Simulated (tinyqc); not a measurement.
What each parameter does: WKB tunnelling through a gate dielectric with a two-band (Franz) dispersion.

At depth x the conduction edge lies u(x) = phi - V x/t above the electron. Parabolic: kappa = sqrt(m u/c). Franz: kappa = sqrt(m u (1 - u/Eg)/c), which vanishes at both band edges. c = hbar^2/2m0. T = exp(-2 integral of kappa dx) over the region u > 0; no image force, no prefactor, zero transverse momentum. The region ends at x_e = min(t, phi t/V); x_e < t is the Fowler-Nordheim regime.

Constants: hbar^2/2m0 = 3.80998211 eV angstrom^2.

Inputs chosen for the exercise (of the size used for SiO2 on silicon; the results hold for these values, not for the real material): Eg = 8.96 eV (gap of the dielectric); phi = 3.04 eV (barrier above the electron energy at the emitter); m = 0.53 m0 (mass at the conduction edge); t = 33 angstrom (thickness); V = 3.4 V (voltage across the layer).

Exponents 2 I in closed form.

Results for these values:
```
case  2 I parabolic  2 I Franz  log10 T Franz
base         25.584     22.796         -9.900
```

What happens to each result for phi = 3.344 eV, all else kept?

Answer: 2 I parabolic rises from 25.584 to 29.515; 2 I Franz rises from 22.796 to 25.951; log10 T Franz falls from -9.900 to -11.270.

The same for each parameter in turn:
```
case               2 I parabolic  2 I Franz  log10 T Franz
base                      25.584     22.796         -9.900
Eg = 9.856 eV             25.584     23.067        -10.018
phi = 3.344 eV            29.515     25.951        -11.270
m = 0.477 m0              24.271     21.627         -9.392
t = 36.3 angstrom         28.142     25.076        -10.890
V = 3.06 V                28.426     25.329        -11.000
```

The exponent is linear in t and goes as sqrt(m); Eg enters the two-band form alone.

Program tinyqc; command `OMP_NUM_THREADS=1 python tinyqc.py 1481897 1481898 out.jsonl`; about 0.01 s on one thread of a shared Intel(R) Xeon(R) Processor @ 2.30GHz.
